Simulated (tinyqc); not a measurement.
Geometry optimisation on the RHF/6-31g surface (energies and gradients from PySCF), for H4, spin multiplicity 1, step by step. Computed by tinyqc, a small Python program that keeps every step (integrals from PySCF). Settings: charge = 0, multiplicity = 1, basis = 6-31g, optimiser = bfgs, first Hessian = 0.6, largest step = 0.5, iteration cap = 30. Command: `OMP_NUM_THREADS=1 python tinyqc.py 26193 26194 out.jsonl` (the two numbers bound the seeds that draw the settings). One thread of a shared host (Intel(R) Xeon(R) Processor @ 2.60GHz), about 0.7 s of CPU time with the checks.

## Step 1: energy and gradient

positions at the start (bohr):
```
,x,y,z
1H,-0.08504,0.06425,-0.02079
2H,-0.05480,0.02835,1.45509
3H,-0.03213,2.19775,-0.06992
4H,0.02457,2.22988,1.44186
```

Self-consistent energy and analytic gradient at these positions.

energy = -2.0748661 hartree

gradient (hartree/bohr):
```
,x,y,z
1H,0.0023868,0.1259635,-0.0603864
2H,0.0051637,0.1223827,0.0563420
3H,-0.0061028,-0.1266249,-0.0644996
4H,-0.0014477,-0.1217212,0.0685440
```

## Step 1: move

Quasi-Newton step p = -H^(-1) g (first H = 0.6 times the unit matrix); steps longer than 0.5 bohr are cut back.

positions after step 1 (bohr):
```
,x,y,z
1H,-0.08902,-0.14569,0.07986
2H,-0.06341,-0.17563,1.36119
3H,-0.02195,2.40879,0.03758
4H,0.02698,2.43275,1.32762
```

## Step 2: energy and gradient

As before.

energy = -2.1628230 hartree

gradient (hartree/bohr):
```
,x,y,z
1H,0.0025589,0.0674440,0.0260494
2H,0.0015653,0.0678932,-0.0279987
3H,-0.0011813,-0.0675860,0.0230016
4H,-0.0029429,-0.0677512,-0.0210523
```

## Step 2: move

inverse Hessian in use (bohr^2/hartree):
```
,1,2,3,4,5,6,7,8,9,10,11,12
1,1.66705,0.01478,-0.00243,0.00051,0.01455,0.00197,-0.00055,-0.01484,-0.00298,-0.00034,-0.01449,0.00344
2,0.01478,2.16219,0.00814,0.01527,0.49139,-0.02314,-0.01523,-0.49723,-0.01160,-0.01482,-0.48968,0.02660
3,-0.00243,0.00814,1.54499,0.00275,0.00313,0.12098,-0.00460,-0.00861,-0.12024,0.00428,-0.00266,0.12094
4,0.00051,0.01527,0.00275,1.66709,0.01524,-0.00321,-0.00038,-0.01531,0.00211,-0.00055,-0.01520,-0.00166
5,0.01455,0.49139,0.00313,0.01524,2.15376,-0.01802,-0.01528,-0.49310,-0.01637,-0.01451,-0.48538,0.03127
6,0.00197,-0.02314,0.12098,-0.00321,-0.01802,1.54683,0.00505,0.02366,0.12015,-0.00381,0.01750,-0.12130
7,-0.00055,-0.01523,-0.00460,-0.00038,-0.01528,0.00505,1.66698,0.01526,-0.00393,0.00062,0.01524,0.00349
8,-0.01484,-0.49723,-0.00861,-0.01531,-0.49310,0.02366,0.01526,2.16561,0.01121,0.01488,0.49139,-0.02626
9,-0.00298,-0.01160,-0.12024,0.00211,-0.01637,0.12015,-0.00393,0.01121,1.54863,0.00480,0.01677,0.11813
10,-0.00034,-0.01482,0.00428,-0.00055,-0.01451,-0.00381,0.00062,0.01488,0.00480,1.66694,0.01444,-0.00527
11,-0.01449,-0.48968,-0.00266,-0.01520,-0.48538,0.01750,0.01524,0.49139,0.01677,0.01444,2.15034,-0.03161
12,0.00344,0.02660,0.12094,-0.00166,0.03127,-0.12130,0.00349,-0.02626,0.11813,-0.00527,-0.03161,1.54889
```

Quasi-Newton step p = -H^(-1) g (the inverse Hessian comes from BFGS updates; coordinates in the order x, y, z of each atom); steps longer than 0.5 bohr are cut back.

positions after step 2 (bohr):
```
,x,y,z
1H,-0.09699,-0.39182,0.04680
2H,-0.07039,-0.42088,1.40159
3H,-0.01543,2.65566,0.01474
4H,0.03542,2.67725,1.34311
```

## Step 3: energy and gradient

As before.

energy = -2.2120495 hartree

gradient (hartree/bohr):
```
,x,y,z
1H,0.0009573,0.0334765,-0.0024506
2H,0.0010670,0.0329278,0.0015212
3H,-0.0006174,-0.0331663,0.0102674
4H,-0.0014070,-0.0332381,-0.0093381
```

## Step 3: move

inverse Hessian in use (bohr^2/hartree):
```
,1,2,3,4,5,6,7,8,9,10,11,12
1,1.66778,0.04019,-0.00371,0.00132,0.03962,0.00251,-0.00120,-0.04018,-0.00014,-0.00123,-0.03962,0.00134
2,0.04019,3.03541,-0.01929,0.04273,1.35398,-0.02123,-0.03773,-1.36871,0.08418,-0.04519,-1.35402,-0.04366
3,-0.00371,-0.01929,1.52186,0.00234,-0.02521,0.14500,-0.00379,0.01949,-0.12080,0.00516,0.02501,0.12061
4,0.00132,0.04273,0.00234,1.66794,0.04240,-0.00359,-0.00109,-0.04274,0.00508,-0.00150,-0.04239,-0.00382
5,0.03962,1.35398,-0.02521,0.04240,3.00579,-0.01489,-0.03750,-1.35394,0.07837,-0.04452,-1.33917,-0.03827
6,0.00251,-0.02123,0.14500,-0.00359,-0.01489,1.52268,0.00489,0.02103,0.11790,-0.00381,0.01509,-0.11891
7,-0.00120,-0.03773,-0.00379,-0.00109,-0.03750,0.00489,1.66756,0.03772,-0.00641,0.00140,0.03751,0.00531
8,-0.04018,-1.36871,0.01949,-0.04274,-1.35394,0.02103,0.03772,3.03533,-0.08445,0.04520,1.35399,0.04394
9,-0.00014,0.08418,-0.12080,0.00508,0.07837,0.11790,-0.00641,-0.08445,1.55888,0.00148,-0.07809,0.11069
10,-0.00123,-0.04519,0.00516,-0.00150,-0.04452,-0.00381,0.00140,0.04520,0.00148,1.66800,0.04451,-0.00283
11,-0.03962,-1.35402,0.02501,-0.04239,-1.33917,0.01509,0.03751,1.35399,-0.07809,0.04451,3.00587,0.03799
12,0.00134,-0.04366,0.12061,-0.00382,-0.03827,-0.11891,0.00531,0.04394,0.11069,-0.00283,0.03799,1.55428
```

As before.

positions after step 3 (bohr):
```
,x,y,z
1H,-0.10389,-0.62987,0.05563
2H,-0.07791,-0.65597,1.39971
3H,-0.00930,2.89320,-0.01151
4H,0.04370,2.91286,1.36241
```

## Convergence

Stop when the largest gradient component is below 3e-5 hartree/bohr. The inverse Hessian follows the BFGS update with s = step, y = change of gradient.

Course of the optimisation:
```
step,E (hartree),largest gradient (hartree/bohr)
1,-2.0748661,1.27e-01
2,-2.1628230,6.79e-02
3,-2.2120495,3.35e-02
4,-2.2344693,1.61e-02
5,-2.2446229,7.96e-03
6,-2.2493736,5.46e-03
7,-2.2515802,1.87e-03
8,-2.2526415,9.28e-04
9,-2.2531646,4.62e-04
10,-2.2534214,2.30e-04
11,-2.2535455,1.13e-04
12,-2.2536037,5.56e-05
13,-2.2536301,2.74e-05
```

Final distances (angstrom):
```
pair,distance
2H-1H,0.72996
3H-1H,3.75922
3H-2H,3.84322
4H-1H,3.81998
4H-2H,3.76371
4H-3H,0.72995
```

Converged in 13 steps.
